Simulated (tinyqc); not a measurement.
## Thin-film resistivity, exact integral against the thick limit

Fuchs-Sondheimer for a film of thickness d, k = d/lam: rho0/rho = 1 - (3 (1 - ps)/(2 k)) int_1^infinity (t^-3 - t^-5)(1 - exp(-k t))/(1 - ps exp(-k t)) dt; thick limit rho/rho0 = 1 + 3 (1 - ps)/(8 k).

Parameters, values chosen for the exercise; metal values close to those of copper:
- rho0 = 1.63 uohm cm (bulk resistivity)
- lam = 40.6 nm (bulk mean free path)
- ps = 0 (specular share of surface scattering)

Result of one run:
```
d (nm)	k	rho/rho0, exact	thick limit	error of the limit (%)	rho (uohm cm)
29	0.7143	1.649	1.525	-7.52	2.688
```

What becomes of these results when the film thickness d is changed from 29 to 7.6 nm, all else the same?

Result of the changed run:
```
d (nm)	k	rho/rho0, exact	thick limit	error of the limit (%)	rho (uohm cm)
7.6	0.1872	3.220	3.003	-6.72	5.248
```

The whole series:
```
d (nm)	k	rho/rho0, exact	thick limit	error of the limit (%)	rho (uohm cm)
2	0.04926	7.811	8.613	10.3	12.73
3.9	0.09606	4.911	4.904	-0.150	8.005
7.6	0.1872	3.220	3.003	-6.72	5.248
15	0.3695	2.214	2.015	-8.98	3.609
29	0.7143	1.649	1.525	-7.52	2.688
56	1.379	1.330	1.272	-4.37	2.168
110	2.709	1.158	1.138	-1.71	1.888
210	5.172	1.078	1.073	-0.521	1.757
410	10.10	1.039	1.037	-0.138	1.693
```

rho/rho0 falls from 7.81 to 1.04. The error of the thick limit goes from 10 through a minimum of -9.0 (at d = 15 nm among the rows listed) to -0.14 %; it stays within 5 % for k of 1.379 and above among the rows listed. The change of sign at small k is a crossing of two different laws, not agreement.

tinyqc, about 0.01 s, one thread, Intel Xeon 2.30GHz (shared host): `OMP_NUM_THREADS=1 python tinyqc.py 2100035 2100036 out.jsonl`
